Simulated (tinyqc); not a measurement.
Precursor delivery by bubblers, mass-transport growth and the solid composition of a III-V alloy. From solid fraction x back to growth temperature T. Computed by tinyqc, a small Python program. Command: `OMP_NUM_THREADS=1 python tinyqc.py 3021251 3021252 out.jsonl movpe_thermo inv`. One thread of a shared host (Intel(R) Xeon(R) Processor @ 2.30GHz), about 0.02 s of CPU time with the checks.

1 sccm = 44.615 micromol/min; 1 torr = 133.322 Pa. The sources decompose fully at the surface.

Inputs (values chosen for the exercise, modelled on triethylgallium (source 1) and trimethylindium (source 2) for the vapour pressures): bath temperature T1 = 282 K; bath temperature T2 = 294 K; bubbler pressure p_b = 1400 torr; carrier flow F1 = 32 sccm; carrier flow F2 = 66 sccm; total flow F_t = 11 slm; group-V flow F_V = 380 sccm; reactor pressure p = 200 torr; diffusivity at 273 K and 760 torr = 0.44 cm^2/s; flow cross-section A = 62 cm^2; distance from the leading edge z = 4.1 cm; lattice constant a = 5.65 angstrom; interaction L0 of the solid = 7.43 kJ/mol; vapour fraction x_v of D among the group-V sources = 0.22; exchange energy dG_x of AC + (1/2) D2 -> AD + (1/2) C2 = 7.7 kJ/mol.

Alloy: mixing on the group-V sites.

constants a, b of source 1 (log10 torr, K): [8.061, 2162]

constants a, b of source 2 (log10 torr, K): [10.49, 3014]

Constants: k_B = 1.380649e-23 J/K; R = 8.314462618 J/(mol K).

Method:
- log10 p_v = a - b/T_bath; molar flow = F x 44.615 x p_v/(p_b - p_v) for a saturated bubbler.
- p_i = p n_i/(44615 F_t), F_t in slm; p_V = p F_V/(1000 F_t), counted per molecule supplied; V/III = 44.615 F_V/(n1 + n2); vapour fraction of source 2 = n2/(n1 + n2).
- Mean velocity u = (F_t/A)(760/p)(T/273); D = D0 (T/273)^1.75 (760/p); boundary layer delta = sqrt(pi D z/u); flux = D dp/(delta k_B T); growth rate = flux x a^3/4.
- At high V/III the group-V pressures at the surface equal those supplied, as dimers: p_D2/p_C2 = x_v/(1 - x_v). Equilibrium of the solid AC(1-x)D(x), A standing for the mix of both group-III metals: ln[x/(1 - x)] + L0 (1 - 2x)/(R T) = -dG_x/(R T) + (1/2) ln[x_v/(1 - x_v)]. Growth rate = rate per torr x (p_1 + p_2). Sensitivity dx/dx_v = [1/(2 x_v (1 - x_v))]/[1/(x (1 - x)) - 2 L0/(R T)].

Question. A run gave the result below. Find the growth temperature T, known to lie between 730 and 990 K.

solid fraction x = 0.06838747

Answer.

Each step takes the trial c = (a f_b - b f_a)/(f_b - f_a), f being the result less the target and a, b, c the logarithms of the listed values; c replaces end b, the old b replaces a if the sign of f changed, and otherwise f_a is halved.

Scan of the range:
```
growth temperature T (K)  solid fraction x
730                              0.0469465
768                              0.0532327
808                              0.0599542
850                              0.0670654
894                              0.0745126
941                              0.0824026
990                              0.0904990
```

False position (Illinois rule, in the logarithm of the input) inside the bracket:
```
step    end a    end b    trial  solid fraction x
1     850.000  894.000  857.650         0.0683620
2     894.000  857.650  857.797         0.0683870
3     894.000  857.797  857.803         0.0683879
4     857.797  857.803  857.800         0.0683875
```

Solid fraction x rises at every point of a 13-point scan of the range (every second point is shown), so one value fits; it is bracketed by 850 and 894. Answer: growth temperature T = 857.8 K.

Caution: the boundary layer is a quarter or more of the root of the cross-section, so it fills much of the channel and depletion along the flow matters.
